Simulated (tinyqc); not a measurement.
# Decay of LO phonons and the hot-phonon bottleneck in the cooling of electrons, step by step

A worked calculation. Computed by tinyqc, a small Python program that keeps every step. Command: `OMP_NUM_THREADS=1 python tinyqc.py 3000623 3000624 out.jsonl hotphonon walk`. One thread of a shared host (Intel(R) Xeon(R) Processor @ 2.30GHz), about 0.01 s of CPU time with the checks. Intermediate numbers are printed to about 6 digits and carried at full precision; extremes and crossings named in words are read from the listed rows.

n(E, T) = 1/(exp(E/(k_B T)) - 1) is the Bose occupation. Electrons have a temperature T_e; the LO modes within their reach share one occupation N; the decay products stay at the lattice temperature.

Inputs (values chosen for the exercise, modelled on silicon carbide): LO energy hbar omega = 118 meV; lifetime at T = 0, tau_0 = 2.8 ps; share f of the energy in the softer product = 0.39; lattice temperature T = 300 K; electron mass m* = 0.361 m_0; eps_inf = 6.69; static dielectric constant eps_s = 9.73; electron density n = 1.5e+17 1/cm^3; density of LO modes that the electrons reach, N_m = 1.7e+19 1/cm^3; power supplied per electron P = 7 nW; step factor = 1.

Decay channel: two unequal phonons (Ridley).

Constants: k_B = 8.617333262e-05 eV/K; c = 299792458 m/s; e^2/(4 pi eps_0) = 14.39964548 eV angstrom; hbar^2/(2 m_0) = 3.80998212 eV angstrom^2; hbar = 6.582119569e-16 eV s; e = 1.602176634e-19 C; k_B = 1.380649e-23 J/K.

## Lifetime and Raman width

Decay rate 1/tau = (1/tau_0) [1 + n(f hbar omega) + n((1 - f) hbar omega)]. Full width Gamma = 1/(2 pi c tau) in 1/cm, c in cm/s.

thermal factor tau_0/tau = 1.26865

phonon lifetime tau = 2.20707 ps

Raman width Gamma = 2.40538 1/cm

equilibrium LO occupation N_0 = 0.0105253

Stimulated decay shortens the lifetime by 21 %.

## Spontaneous emission time

Froehlich coupling alpha = (e^2/(4 pi eps_0)) (1/eps_inf - 1/eps_s) k_0/(2 hbar omega), k_0 = sqrt(m* hbar omega/(hbar^2/(2 m_0))); emission time tau_sp = hbar/(2 alpha hbar omega); bottleneck ratio r = (n/N_m) tau/tau_sp.

alpha = 0.301306

emission time tau_sp = 9.25649 fs

bottleneck ratio r = 2.10384

r compares the rate at which electrons exchange quanta with a mode to its decay rate. Exchange outruns decay, so a hot population builds up if the power is high enough.

## Electron and phonon temperatures in closed form

Net emission per electron: [(N + 1) x - N]/tau_sp with x = exp(-hbar omega/(k_B T_e)), a simple two-level balance; steady state of the modes: n [(N + 1) x - N]/tau_sp = N_m (N - N_0)/tau; power per electron P = hbar omega [(N + 1) x - N]/tau_sp. With p = P tau_sp/(hbar omega): N = N_0 + r p and x = (p + N)/(N + 1); without hot phonons N = N_0. The mode temperature T_LO solves n(hbar omega, T_LO) = N.

reduced power p = 0.00342730

LO occupation N = 0.0177358

electron temperature T_e = 353.552 K

T_e without hot phonons = 319.746 K

mode temperature T_LO = 338.128 K

Hot phonons raise T_e by 34 K. T_LO lies between the lattice and the electrons.

## The same balance by iteration

Eliminating N gives P(T_e) = (hbar omega/tau_sp) [(N_0 + 1) x - N_0]/[1 + r (1 - x)]. Newton steps on ln P against ln T_e, times the step factor, each limited to 0.7 in ln T_e and to keeping a fifth of T_e - T; start at 1.5 T; stop when |ln(P/P(T_e))| < 1e-9 or after 40 steps.

Iterations:
```
step  T_e (K)  P(T_e) (nW)  ln(P/P(T_e))
0     450.000      25.6163  -1.29732e+00
1     330.000       3.6005   6.64840e-01
2     348.385       6.2122   1.19392e-01
3     353.358       6.9700   4.29410e-03
4     353.551       7.0000   5.69432e-06
5     353.552       7.0000   1.00291e-11
```

converged (1 yes, 0 no) = 1

T_e from the iteration = 353.552 K

Converged at step 5.

## Energy relaxation with and without hot phonons

P(T_e) = (hbar omega/tau_sp) [(N_0 + 1) x - N_0]/[1 + r (1 - x)], and r = 0 without hot phonons; energy relaxation time tau_E = (3/2) k_B (T_e - T)/P.

Cooling:
```
T_e (K)  P, cold phonons (nW)  P, hot phonons (nW)    ratio  tau_E (ps)          N
330                   11.0559              3.60049  3.07065    0.172558  0.0142340
380                   34.6994              11.3897  3.04655    0.145462  0.0222575
450                   76.9383              25.6163  3.00350    0.121269  0.0369118
600                   189.141              65.4666  2.88912   0.0949022  0.0779603
800                   351.174              128.921  2.72396   0.0803197   0.143322
1100                  572.881              229.339  2.49796   0.0722414   0.246760
1600                  855.523              387.140  2.20985   0.0695424   0.409306
2300                  1116.47              574.359  1.94386   0.0721142   0.602154
```

Reabsorption cuts the loss by a factor 3.07 at the lowest T_e and 1.94 at the highest; the factor is 1 + r (1 - x) with r = 2.10. tau_E runs from 0.17 to 0.072 ps, with its shortest value, 0.070 ps, at T_e = 1600 K, against tau_sp = 9.3 fs and a phonon lifetime of 2.2 ps. Pauli blocking is left out, as are upper valleys and non-parabolic bands, which can matter above about 1000 K.

Checks made by the program: iteration against the closed form (relative difference below 1e-10).
